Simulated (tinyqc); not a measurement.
Stillinger-Weber potential for a tetrahedral semiconductor: one step, computed by the program tinyqc. Command: `OMP_NUM_THREADS=1 python tinyqc.py 3010561 3010562 out.jsonl swsi walk`. One thread of a shared host (Intel(R) Xeon(R) Processor @ 2.30GHz), about 0.04 s of CPU time with the checks.

With x = r/sigma: pair term eps A (B x^-4 - 1) exp(1/(x - a)); for each pair of neighbours j, k of atom i, three-body term eps lambda exp(gamma/(x_ij - a) + gamma/(x_ik - a)) (cos theta_jik + 1/3)^2; both vanish beyond x = a. A = 7.049556277, B = 0.6022245584, a = 1.8.

Task: A trimer. Atom 1 binds atoms 2 and 3 at the angle theta; the third side follows from the cosine rule. Sum the three pair terms and the three-body terms centred on each atom.

Inputs (values chosen for the exercise, modelled on silicon):
```
quantity                    value      unit
energy scale eps            2.276        eV
length scale sigma          2.115  angstrom
three-body strength lambda   21.5         -
gamma                         1.2         -
bond 1 of the trimer         2.48  angstrom
bond 2 of the trimer         2.34  angstrom
angle of the trimer theta      81   degrees
```

Give: distance 2-3; pair terms; three-body term at atom 1; three-body terms at atoms 2 and 3; energy of the trimer.

Result:

distance 2-3 = 3.132 angstrom

pair terms (eV): 1-2 -2.221, 1-3 -2.270, 2-3 -0.611

three-body term at atom 1 = 0.3073 eV

three-body terms at atoms 2 and 3 = 0.3556 eV

energy of the trimer = -4.439 eV

The cut-off is 3.807 angstrom, so atoms 2 and 3 interact directly.
